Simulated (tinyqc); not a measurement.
Worked calculation: plane-wave Kohn-Sham cycle with exchange-only LDA in a layered model solid. Computed by tinyqc, a small Python program that keeps every step. Settings: points = 16, plane-wave index or count = 3, electrons = 2, k points = 4, area = 36.0, mixing = 0.8, iteration cap = 77, Pulay depth = 5. Command: `OMP_NUM_THREADS=1 python tinyqc.py 31733 31734 out.jsonl` (the two numbers bound the seeds that draw the settings). One thread of a shared host (Intel(R) Xeon(R) Processor @ 2.60GHz), about 0.01 s of CPU time with the checks. Later iterations appear only in the table of the cycle.

## Iteration 1: potential

A solid whose potential varies along x alone (atomic units):
```
parameter                      value
period a                    4.900000
cross-section of the cell  36.000000
electrons per cell                 2
grid points                       16
plane waves -n..n, n               3
k points                           4
V1 in V1 cos(2 pi x/a)     -0.300000
```

density at the start, on the grid x_j = j a/N (e/bohr^3): [0.01133787, 0.01133787, 0.01133787, 0.01133787, 0.01133787, 0.01133787, 0.01133787, 0.01133787, 0.01133787, 0.01133787, 0.01133787, 0.01133787, 0.01133787, 0.01133787, 0.01133787, 0.01133787]

V_H(G) = 4 pi rho(G)/G^2 for G != 0 (uniform background); v_x = -(3 rho/pi)^(1/3); V = V_ext + V_H + v_x; Fourier components f(G_m) = (1/N) sum_j f(x_j) exp(-i G_m x_j).

Potentials on the grid (hartree):
```
x             V_ext       V_H        v_x          V
0.000000  -0.300000  0.000000  -0.221225  -0.521225
0.306250  -0.277164  0.000000  -0.221225  -0.498389
0.612500  -0.212132  0.000000  -0.221225  -0.433357
0.918750  -0.114805  0.000000  -0.221225  -0.336030
1.225000          0  0.000000  -0.221225  -0.221225
1.531250   0.114805  0.000000  -0.221225  -0.106420
1.837500   0.212132  0.000000  -0.221225  -0.009093
2.143750   0.277164  0.000000  -0.221225   0.055939
2.450000   0.300000  0.000000  -0.221225   0.078775
2.756250   0.277164  0.000000  -0.221225   0.055939
3.062500   0.212132  0.000000  -0.221225  -0.009093
3.368750   0.114805  0.000000  -0.221225  -0.106420
3.675000          0  0.000000  -0.221225  -0.221225
3.981250  -0.114805  0.000000  -0.221225  -0.336030
4.287500  -0.212132  0.000000  -0.221225  -0.433357
4.593750  -0.277164  0.000000  -0.221225  -0.498389
```

V(G_m), m = 0, 1, 2, ... (hartree): [-0.221225, -0.150000, 0.000000, 0.000000, 0.000000, 0.000000, 0.000000]

## Iteration 1: Hamiltonian at one k

k = 0.125000 2 pi / a

H(m,m') = (k + G_m)^2/2 delta + V(G_m - G_m'), with V(-G) = V(G).

H (hartree), order -3, -2, -1, +0, +1, +2, +3:
$$\begin{pmatrix}
6.574148 & -0.150000 & 0.000000 & 0.000000 & 0.000000 & 0.000000 & 0.000000 \\
-0.150000 & 2.669056 & -0.150000 & 0.000000 & 0.000000 & 0.000000 & 0.000000 \\
0.000000 & -0.150000 & 0.408214 & -0.150000 & 0.000000 & 0.000000 & 0.000000 \\
0.000000 & 0.000000 & -0.150000 & -0.208379 & -0.150000 & 0.000000 & 0.000000 \\
0.000000 & 0.000000 & 0.000000 & -0.150000 & 0.819276 & -0.150000 & 0.000000 \\
0.000000 & 0.000000 & 0.000000 & 0.000000 & -0.150000 & 3.491181 & -0.150000 \\
0.000000 & 0.000000 & 0.000000 & 0.000000 & 0.000000 & -0.150000 & 7.807334
\end{pmatrix}$$

## Iteration 1: levels at that k

Diagonalise the Hermitian matrix.

eigenvalues (hartree): [-0.263181, 0.430394, 0.833516, 2.673257, 3.494394, 6.579906, 7.812545]

## Iteration 1: new density

Motion across x is left out: the lowest 1 band(s) hold two electrons at each of the k points (j + 1/2)/nk - 1/2. Residual R = rho(out) - rho(in); rho(new) = rho(in) + 0.8 R. rho(out) = 2/(a A nk) sum |psi|^2 with psi = sum c exp(i G x). Harris energy E = band energy - dV sum rho (V_H/2 + v_x) + (3/4) dV sum rho v_x with rho(in), dV = a A/N, band energy = (2/nk) sum of the filled levels.

rho(out) (e/bohr^3): [0.02230469, 0.02113129, 0.01802422, 0.01397421, 0.01001795, 0.00683006, 0.00464470, 0.00341591, 0.00302453, 0.00341591, 0.00464470, 0.00683006, 0.01001795, 0.01397421, 0.01802422, 0.02113129]

density after iteration 1 (e/bohr^3): [0.02011133, 0.01917261, 0.01668695, 0.01344694, 0.01028194, 0.00773162, 0.00598333, 0.00500030, 0.00468720, 0.00500030, 0.00598333, 0.00773162, 0.01028194, 0.01344694, 0.01668695, 0.01917261]

energy per cell = -0.35106636 hartree

## Iteration 2: potential

As before.

Potentials on the grid (hartree):
```
x             V_ext        V_H        v_x          V
0.000000  -0.300000   0.060477  -0.267796  -0.507319
0.306250  -0.277164   0.055401  -0.263563  -0.485326
0.612500  -0.212132   0.041245  -0.251642  -0.422529
0.918750  -0.114805   0.020859  -0.234170  -0.328116
1.225000          0  -0.002021  -0.214132  -0.216154
1.531250   0.114805  -0.023720  -0.194722  -0.103636
1.837500   0.212132  -0.041248  -0.178774  -0.007890
2.143750   0.277164  -0.052540  -0.168392   0.056231
2.450000   0.300000  -0.056429  -0.164802   0.078769
2.756250   0.277164  -0.052540  -0.168392   0.056231
3.062500   0.212132  -0.041248  -0.178774  -0.007890
3.368750   0.114805  -0.023720  -0.194722  -0.103636
3.675000          0  -0.002021  -0.214132  -0.216154
3.981250  -0.114805   0.020859  -0.234170  -0.328116
4.287500  -0.212132   0.041245  -0.251642  -0.422529
4.593750  -0.277164   0.055401  -0.263563  -0.485326
```

V(G_m), m = 0, 1, 2, ... (hartree): [-0.215212, -0.146560, 0.000470, 0.000037, -0.000001, 0.000000, 0.000000]

## Iteration 2: Hamiltonian at one k

k = 0.125000 2 pi / a

As before.

H (hartree), order -3, -2, -1, +0, +1, +2, +3:
$$\begin{pmatrix}
6.580161 & -0.146560 & 0.000470 & 0.000037 & -0.000001 & 0.000000 & 0.000000 \\
-0.146560 & 2.675070 & -0.146560 & 0.000470 & 0.000037 & -0.000001 & 0.000000 \\
0.000470 & -0.146560 & 0.414227 & -0.146560 & 0.000470 & 0.000037 & -0.000001 \\
0.000037 & 0.000470 & -0.146560 & -0.202366 & -0.146560 & 0.000470 & 0.000037 \\
-0.000001 & 0.000037 & 0.000470 & -0.146560 & 0.825290 & -0.146560 & 0.000470 \\
0.000000 & -0.000001 & 0.000037 & 0.000470 & -0.146560 & 3.497194 & -0.146560 \\
0.000000 & 0.000000 & -0.000001 & 0.000037 & 0.000470 & -0.146560 & 7.813348
\end{pmatrix}$$

## Iteration 2: levels at that k

As before.

eigenvalues (hartree): [-0.254779, 0.435485, 0.838893, 2.679080, 3.500262, 6.585659, 7.818323]

## Iteration 2: new density

B (overlaps of the stored error matrices):
$$\begin{pmatrix}
7.4375726e-04 & 1.3829840e-04 \\
1.3829840e-04 & 2.5724701e-05
\end{pmatrix}$$

Motion across x is left out: the lowest 1 band(s) hold two electrons at each of the k points (j + 1/2)/nk - 1/2. Residual R = rho(out) - rho(in); rho(new) = rho(in) + 0.8 R; Pulay mixing then takes sum c_i of the stored mixed densities, with c from B_ij = sum R_i R_j as in DIIS. rho(out) = 2/(a A nk) sum |psi|^2 with psi = sum c exp(i G x). Harris energy E = band energy - dV sum rho (V_H/2 + v_x) + (3/4) dV sum rho v_x with rho(in), dV = a A/N, band energy = (2/nk) sum of the filled levels.

rho(out) (e/bohr^3): [0.02211660, 0.02097284, 0.01793801, 0.01396702, 0.01006825, 0.00690906, 0.00473187, 0.00350255, 0.00311009, 0.00350255, 0.00473187, 0.00690906, 0.01006825, 0.01396702, 0.01793801, 0.02097284]

DIIS coefficients: [-0.228397, 1.228397]

density after iteration 2 (e/bohr^3): [0.02208194, 0.02094173, 0.01791639, 0.01395803, 0.01007194, 0.00692327, 0.00475350, 0.00352844, 0.00313735, 0.00352844, 0.00475350, 0.00692327, 0.01007194, 0.01395803, 0.01791639, 0.02094173]

energy per cell = -0.34724726 hartree

## Convergence

Stop when sqrt(dV sum R^2) is below 1e-8, dV = a A/N.

Course of the cycle:
```
iteration  E (hartree)  norm of the residual
1          -0.35106636              9.06e-02
2          -0.34724726              1.68e-02
3          -0.34725813              2.83e-04
4          -0.34725826              1.65e-04
5          -0.34725829              7.16e-07
6          -0.34725829              5.51e-07
7          -0.34725829              1.42e-07
8          -0.34725829              6.60e-11
```

Converged in 8 iterations. Before convergence this energy mixes input and output and is not variational, so it may rise towards its limit.
